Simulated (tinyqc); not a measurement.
# MOSFET with velocity saturation and source resistance: several studies

Strong inversion, charge Q = Cox (Vg - m V) at channel potential V with Vg the gate overdrive, and drift velocity v = mu E/(1 + mu E/vsat). Integrating along the channel gives I = mu Cox (1/L)(Vg Vd - m Vd^2/2)/(1 + Vd/Vc) per width, Vc = vsat L/mu, which peaks at Vdsat. Units: I in uA/um, Rs in ohm um, so the drop over Rs is 1e-6 I Rs volts.

Parameters, values chosen for the exercise:

| symbol | value | unit | meaning |
|---|---|---|---|
| Cox | 2.1 | uF/cm^2 | gate capacitance |
| mu0 | 380 | cm^2/(V s) | mobility at low gate voltage |
| th | 0 | 1/V | mobility degradation |
| vsat | 6.9e6 | cm/s | saturation velocity |
| m | 1.11 |  | body factor |
| VT | 0.42 | V | threshold |
| L | 0.1 | um | channel length |
| Rs | 0 | ohm um | source resistance |
| Vgs | 2.5 | V | gate voltage |

Each table varies one quantity; the others keep the values above.

## Effect of the source resistance

Vg = Vgs - I Rs - VT (0 if negative), mu = mu0/(1 + th Vg), Vc = vsat L/mu, x = sqrt(1 + 2 Vg/(m Vc)), Vdsat = 2 Vg/(m (1 + x)), Isat = Cox vsat Vg (x - 1)/(x + 1) per width. I = Isat is solved self-consistently; gm = dI/dVgs; Vdsat is the intrinsic value. The velocity at the source is I/(Cox Vg).

The same in every row: Vc (V) = 0.1816.

Effect of the source resistance:

| Rs (ohm um) | Vdsat (V) | Isat (uA/um) | gm (uS/um) | velocity at the source/vsat |
|---|---|---|---|---|
| 0 | 0.6631 | 1947 | 1138 | 0.6461 |
| 50 | 0.6451 | 1843 | 1070 | 0.6398 |
| 100 | 0.6285 | 1750 | 1011 | 0.6338 |
| 200 | 0.5991 | 1590 | 909.7 | 0.6226 |
| 300 | 0.5737 | 1458 | 827.4 | 0.6124 |
| 500 | 0.5317 | 1252 | 701.3 | 0.5942 |
| 800 | 0.4836 | 1036 | 571.7 | 0.5711 |

What does the table show?

As Rs goes from 0 to 800 ohm um, Isat falls from 1950 to 1040 uA/um, Vdsat falls from 0.663 to 0.484 V and gm falls from 1140 to 572 uS/um; the velocity at the source goes from 0.65 to 0.57 of vsat. For Rs = 0 to 500 ohm um the channel charge passes 3 uC/cm^2, near what a silicon dioxide gate withstands.

## Effect of the mobility degradation

Same model as above.

Results:

| th (1/V) | Vc (V) | Vdsat (V) | Isat (uA/um) | gm (uS/um) | velocity at the source/vsat |
|---|---|---|---|---|---|
| 0 | 0.1816 | 0.6631 | 1947 | 1138 | 0.6461 |
| 0.2 | 0.2571 | 0.7576 | 1795 | 1018 | 0.5957 |
| 0.4 | 0.3327 | 0.8324 | 1675 | 930.8 | 0.5558 |
| 0.6 | 0.4082 | 0.8943 | 1576 | 863.1 | 0.5228 |
| 0.8 | 0.4837 | 0.9470 | 1491 | 807.7 | 0.4946 |
| 1.2 | 0.6348 | 1.033 | 1352 | 720.9 | 0.4487 |

Estimate the missing row, th = 1 1/V.

Computed row:

| th (1/V) | Vc (V) | Vdsat (V) | Isat (uA/um) | gm (uS/um) | velocity at the source/vsat |
|---|---|---|---|---|---|
| 1 | 0.5593 | 0.9928 | 1417 | 761.1 | 0.4702 |

With this row back in the table: As th goes from 0 to 1.2 1/V, Isat falls from 1950 to 1350 uA/um, Vdsat rises from 0.663 to 1.03 V and gm falls from 1140 to 721 uS/um; the velocity at the source goes from 0.65 to 0.45 of vsat. In every row the channel charge passes 3 uC/cm^2, near what a silicon dioxide gate withstands.

## Effect of the gate voltage

Same model as above.

The same in every row: Vc (V) = 0.18158.

Effect of the gate voltage:

| Vgs (V) | Vdsat (V) | Isat (uA/um) | gm (uS/um) | velocity at the source/vsat |
|---|---|---|---|---|
| 0.57 | 0.10486 | 48.697 | 530.45 | 0.22405 |
| 0.83 | 0.22721 | 228.64 | 805.38 | 0.38486 |
| 1.1 | 0.32384 | 464.46 | 928.42 | 0.47138 |
| 1.36 | 0.40195 | 715.56 | 998.11 | 0.52535 |
| 1.63 | 0.47328 | 992.06 | 1047.2 | 0.56583 |
| 1.89 | 0.53530 | 1269.1 | 1082.0 | 0.59580 |
| 2.16 | 0.59447 | 1565.1 | 1110.0 | 0.62077 |
| 2.42 | 0.64746 | 1856.6 | 1131.6 | 0.64066 |

What does the table show?

As Vgs goes from 0.57 to 2.42 V, Isat rises from 48.7 to 1860 uA/um, Vdsat rises from 0.105 to 0.647 V and gm rises from 530 to 1130 uS/um; the velocity at the source goes from 0.22 to 0.64 of vsat. Against the overdrive Vgs - VT the current goes with exponent 1.54 at the start and 1.23 at the end (2 for the square law). With vsat made a thousand times larger the last exponent would be 1.99, which is what th and Rs alone leave. For Vgs = 1.89 to 2.42 V the channel charge passes 3 uC/cm^2, near what a silicon dioxide gate withstands.

tinyqc, about 0.01 s, one thread, Intel Xeon 2.30GHz (shared host): `OMP_NUM_THREADS=1 python tinyqc.py 2500034 2500035 out.jsonl`
